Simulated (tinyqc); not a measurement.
MOS capacitor on a p-type substrate, surface potential from the exact charge relation: one step of the calculation.

Uniform p-type substrate, Boltzmann statistics, full ionisation, classical densities. psi is the surface potential against the body (positive when the bands bend down) and u = psi/Vt. Traps are spread evenly over the gap and neutral at flat band, so their charge is -q Dit psi; the minority quasi-Fermi level is shifted by Vb.

Problem. Newton step for the surface potential. u = psi/Vt; F^2 = exp(-u) + u - 1 + r (exp(u) - u - 1); Qs = -sign(u) Q0 F; Cs = -dQs/dpsi = (Q0/Vt) |1 - exp(-u) + r (exp(u) - 1)|/(2 F). f = Vfb + psi + (q Dit psi - Qs)/Cox - Vg, f' = 1 + (Cs + q Dit)/Cox, psi(new) = psi - f/f'.

Values chosen for this exercise; band and dielectric values close to those of silicon: temperature T = 300 K; density of interface traps Dit = 0 cm^-2 eV^-1; gate voltage against the body Vg = 2.4 V.

Constants: q = 1.602176634e-19 C, kB = 1.380649e-23 J/K, Vt = kB T/q. Results are converted to the units shown.

psi at the start = 0.88756713 V
Cox = 0.15789968 uF/cm^2
Vfb = -0.59049789 V
Q0 = 15.567241 nC/cm^2
r = 6.7097513e-14

Wanted: u; F; Qs; Cs; f; f'; psi after iteration 1.

Solution.

u = 34.33
F = 9.377
Qs = -146.0 nC/cm^2
Cs = 1.785 uF/cm^2
f = -1.178 V
f' = 12.31
psi after iteration 1 = 0.9833 V

tinyqc, about 0.01 s, one thread, Intel Xeon 2.30GHz (shared host): `OMP_NUM_THREADS=1 python tinyqc.py 2060067 2060068 out.jsonl`
